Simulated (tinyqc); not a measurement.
Double-gate transistor below threshold, two-dimensional Poisson equation on a small mesh: two steps of the calculation.

Half of a symmetric double-gate structure: row 0 is the mid-plane of the body, where the normal field vanishes. Mobile charge is neglected (subthreshold), the body is fully depleted, and potentials are counted from the intrinsic level; rows run upward to the gate, columns from source to drain.

Parameters, values chosen for the exercise; semiconductor permittivity close to that of silicon:
- eps_r = 11.5 (relative permittivity of the semiconductor)
- eox = 7.5 (relative permittivity of the insulator)
- tb = 8 nm (half the body thickness)
- tox = 2.9 nm (insulator thickness)
- L = 44 nm (channel length)
- Na = 0 cm^-3 (acceptor density of the depleted body)

Constants: q = 1.602176634e-19 C, eps0 = 8.8541878128e-14 F/cm where lengths are in cm. Results are converted to the units shown.

Task 1. Coefficients of the five-point equations. Mesh: rows i = 0..3 in the semiconductor (step hs = tb/3, row 3 on the interface), then 2 step(s) ho = tox/2 up to the gate row 5; columns j = 0..7 (step hy = L/7). Box integration, divided by eps0: up_i = eps hy/h of the interval above row i, dn_i = that of the interval below (0 for row 0), lat_i = (sum of eps h/2 over the intervals above and below)/hy, s_i = -q Na w_i hy/eps0 with w_i the semiconductor height of the box (hs/2 for row 0 and the interface row, hs between, 0 in the insulator). Each free node obeys (up + dn + 2 lat) psi = up psi(above) + dn psi(below) + lat [psi(left) + psi(right)] + s.

Find: up; dn; lat; s.

Result 1.

```
row	up	dn	lat	s (V)
0	27.107	0	2.4394	0
1	27.107	27.107	4.8788	0
2	27.107	27.107	4.8788	0
3	32.512	27.107	3.3045	0
4	32.512	32.512	1.7301	0
```

Task 2. Jacobi sweep. Free nodes: rows 0..4, columns 1..6, taken row by row from row 0, left to right. t = (up psi(above) + dn psi(below) + lat [psi(left) + psi(right)] + s)/(up + dn + 2 lat), with all neighbours from the previous sweep; psi(new) = t.

psi after iteration 1 (V):
```
	j=0	j=1	j=2	j=3	j=4	j=5	j=6	j=7
row 0	0.5200000	0.0396576	0.0000000	0.0000000	0.0000000	0.0000000	0.0777899	1.0200000
row 1	0.5200000	0.0396576	0.0000000	0.0000000	0.0000000	0.0000000	0.0777899	1.0200000
row 2	0.5200000	0.0396576	0.0000000	0.0000000	0.0000000	0.0000000	0.0777899	1.0200000
row 3	0.5200000	0.0259453	0.0000000	0.0000000	0.0000000	0.0000000	0.0508927	1.0200000
row 4	0.2750000	0.0211894	0.0142421	0.0142421	0.0142421	0.0142421	0.0275050	0.5250000
row 5	0.0300000	0.0300000	0.0300000	0.0300000	0.0300000	0.0300000	0.0300000	0.0300000
```

```
row	up	dn	lat	s (V)
0	27.107143	0	2.4393939	0
1	27.107143	27.107143	4.8787879	0
2	27.107143	27.107143	4.8787879	0
3	32.512315	27.107143	3.3044508	0
4	32.512315	32.512315	1.7301136	0
```

Find: psi after iteration 2.

Result 2.

psi after iteration 2 (V):
```
	j=0	j=1	j=2	j=3	j=4	j=5	j=6	j=7
row 0	0.520	0.073	0.003	0.000	0.000	0.006	0.144	1.020
row 1	0.520	0.073	0.003	0.000	0.000	0.006	0.144	1.020
row 2	0.520	0.067	0.003	0.000	0.000	0.006	0.132	1.020
row 3	0.520	0.053	0.008	0.007	0.007	0.010	0.096	1.020
row 4	0.275	0.034	0.015	0.015	0.015	0.015	0.052	0.525
row 5	0.030	0.030	0.030	0.030	0.030	0.030	0.030	0.030
```

Computed by the program tinyqc: `OMP_NUM_THREADS=1 python tinyqc.py 2480156 2480157 out.jsonl`, one thread of a shared Intel Xeon 2.30GHz, about 0.1 s for the whole run.
